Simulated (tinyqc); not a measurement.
Growth of a silicide layer between metal and silicon: linear-parabolic kinetics, ramp anneals and Kissinger analysis: one step, computed by the program tinyqc. Command: `OMP_NUM_THREADS=1 python tinyqc.py 3006797 3006798 out.jsonl silicide walk`. One thread of a shared host (Intel(R) Xeon(R) Processor @ 2.30GHz), about 0.1 s of CPU time with the checks.

One compound layer of thickness x grows by diffusion through itself and reaction at an interface, dx/dt = 1/(2x/K + 1/v), until the metal is used up at x = a h.

Problem. Geometry at full reaction. Silicon consumed b h, sheet resistance rho/(final thickness) with 1 micro-ohm cm/nm = 10 ohm; margin to the junction x_j - b h.

Inputs (values chosen for the exercise, modelled on Ni2Si):
```
quantity,value,unit
metal thickness h,18,nm
silicon consumed per metal thickness b,0.91,-
silicide resistivity,24,micro-ohm cm
junction depth x_j,50,nm
```

final thickness = 26.46 nm

Give: silicon consumed; sheet resistance; margin to the junction.

Solution.

silicon consumed = 16.38 nm

sheet resistance = 9.0703 ohm/square

margin to the junction = 33.62 nm

The layer takes 33 % of the junction depth; its surface lies 10.08 nm above the original silicon surface.
